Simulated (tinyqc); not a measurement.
Inside a calculation. Method: Hueckel theory of the pi electrons, for the molecule [CH2]c1ccncc1 (SMILES; centres numbered as the heavy atoms are written). One step of it, computed by the program tinyqc.

Question. Orbitals. Diagonalise; E = alpha + x beta with beta < 0, so the largest x are filled first; degenerate levels share their electrons. P = sum n_i c_ri c_si; each orbital has its largest coefficient positive (the first on a tie).

Hueckel matrix in units of beta (H = alpha + beta A), lower triangle:
```
          1C        2C        3C        4C        5N        6C        7C
1C  0.000000
2C  1.000000  0.000000
3C  0.000000  1.000000  0.000000
4C  0.000000  0.000000  1.000000  0.000000
5N  0.000000  0.000000  0.000000  1.000000  0.480000
6C  0.000000  0.000000  0.000000  0.000000  1.000000  0.000000
7C  0.000000  1.000000  0.000000  0.000000  0.000000  1.000000  0.000000
```

pi electrons, sum of z_r less the charge = 7

Give: x values; occupations; coefficients; charge and bond-order matrix P.

Answer.

x values: 2.1739  1.4171  1.0000  0.0676  -1.0000  -1.1200  -2.0586

occupations: 2.0000  2.0000  2.0000  1.0000  0.0000  0.0000  0.0000

coefficients:
```
       MO1      MO2      MO3      MO4      MO5      MO6      MO7
1C  0.2016  -0.3848   0.0000   0.7535   0.0000  -0.4192  -0.2605
2C  0.4382  -0.5453   0.0000   0.0509   0.0000   0.4695   0.5363
3C  0.3755  -0.1940   0.5000  -0.3750   0.5000  -0.0533  -0.4218
4C  0.3781   0.2704   0.5000  -0.0763  -0.5000  -0.4098   0.3319
5N  0.4465   0.5772   0.0000   0.3699   0.0000   0.5122  -0.2615
6C  0.3781   0.2704  -0.5000  -0.0763   0.5000  -0.4098   0.3319
7C  0.3755  -0.1940  -0.5000  -0.3750  -0.5000  -0.0533  -0.4218
```

charge and bond-order matrix P, lower triangle:
```
         1C       2C       3C       4C       5N      6C      7C
1C   0.9451
2C   0.6347   0.9813
3C   0.0181   0.5215   0.9979
4C  -0.1131   0.0326   0.7077   0.9380
5N   0.0145  -0.2193  -0.0273   0.6216   1.2017
6C  -0.1131   0.0326  -0.2923  -0.0620   0.6216  0.9380
7C   0.0181   0.5215  -0.0021  -0.2923  -0.0273  0.7077  0.9979
```
